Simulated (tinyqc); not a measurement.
Gated graphene: carriers, quantum capacitance and optical conductivity: one step. Chemical potential at the gate voltage. Four cases, with inputs chosen for the exercise.

Task: Solve the gate equation for mu.

Cones E = +/- hv |k|, four flavours, D(E) = 2|E|/(pi hv^2). n = (2/pi)(kT/hv)^2 F_1(mu/kT), p = (2/pi)(kT/hv)^2 F_1(-mu/kT), in 1/angstrom^2 (1e16 for 1/cm^2); F_1(eta) = integral_0^infinity x dx/(1 + exp(x - eta)). Cq/e^2 = d(n - p)/d mu = (2 kT/(pi hv^2)) ln(2 + 2 cosh(mu/kT)).

Gate: V = mu/e + e (n - p)/Cox with Cox/e^2 = k/(4 pi e2 t), t in angstrom, e2 = e^2/(4 pi eps0); 1/(eV angstrom^2) in C/e^2 equals 1602.176634 microfarad/cm^2; total 1/C = 1/Cox + 1/Cq.

Constants: kB = 8.617333262e-05 eV/K; e^2/(4 pi eps0) = 14.39964547 eV angstrom.

Give: Cox; mu; n; p.

Case 1.

Values chosen (Fermi velocity near that of graphene, gate dielectric near SiO2; not measured data): hv = 6.26 eV angstrom (hbar vF); T = 400 K; k = 3.78 (dielectric constant of the gate layer); t = 30 nm (its thickness); V = 2.15 V (gate voltage from the neutrality point).

Result:

Cox = 0.1116 microfarad/cm^2
mu = 0.1170 eV
n = 1.42e+12 1/cm^2
p = 6.43e+09 1/cm^2

mu takes 5.4 % of the gate voltage; the zero-temperature rule |mu| = hv sqrt(pi |n - p|) gives 0.1320 eV.

Case 2.

Values chosen (Fermi velocity near that of graphene, gate dielectric near SiO2; not measured data): hv = 6.41 eV angstrom (hbar vF); T = 300 K; k = 3.76 (dielectric constant of the gate layer); t = 90 nm (its thickness); V = 40.84 V (gate voltage from the neutrality point).

Result:

Cox = 0.03699 microfarad/cm^2
mu = 0.3442 eV
n = 9.35e+12 1/cm^2
p = 1.71e+05 1/cm^2

mu takes 0.8 % of the gate voltage; the zero-temperature rule |mu| = hv sqrt(pi |n - p|) gives 0.3474 eV.

Case 3.

Values chosen (Fermi velocity near that of graphene, gate dielectric near hBN; not measured data): hv = 6.61 eV angstrom (hbar vF); T = 300 K; k = 3.24 (dielectric constant of the gate layer); t = 20 nm (its thickness); V = -2.7 V (gate voltage from the neutrality point).

Result:

Cox = 0.1434 microfarad/cm^2
mu = -0.1700 eV
n = 1.36e+08 1/cm^2
p = 2.27e+12 1/cm^2

mu takes 6.3 % of the gate voltage; the zero-temperature rule |mu| = hv sqrt(pi |n - p|) gives 0.1763 eV.

Case 4.

Values chosen (Fermi velocity near that of graphene, gate dielectric near hBN; not measured data): hv = 6.94 eV angstrom (hbar vF); T = 300 K; k = 3.31 (dielectric constant of the gate layer); t = 10 nm (its thickness); V = -1.13 V (gate voltage from the neutrality point).

Result:

Cox = 0.2931 microfarad/cm^2
mu = -0.1573 eV
n = 2.01e+08 1/cm^2
p = 1.78e+12 1/cm^2

mu takes 13.9 % of the gate voltage; the zero-temperature rule |mu| = hv sqrt(pi |n - p|) gives 0.1641 eV.

Computed by tinyqc, one run a case: `OMP_NUM_THREADS=1 python tinyqc.py N N+1 out.jsonl` with N = 1651691, 1651991, 1652092, 1652135; one thread of a shared Intel(R) Xeon(R) Processor @ 2.30GHz, about 0.01 s a run at most.
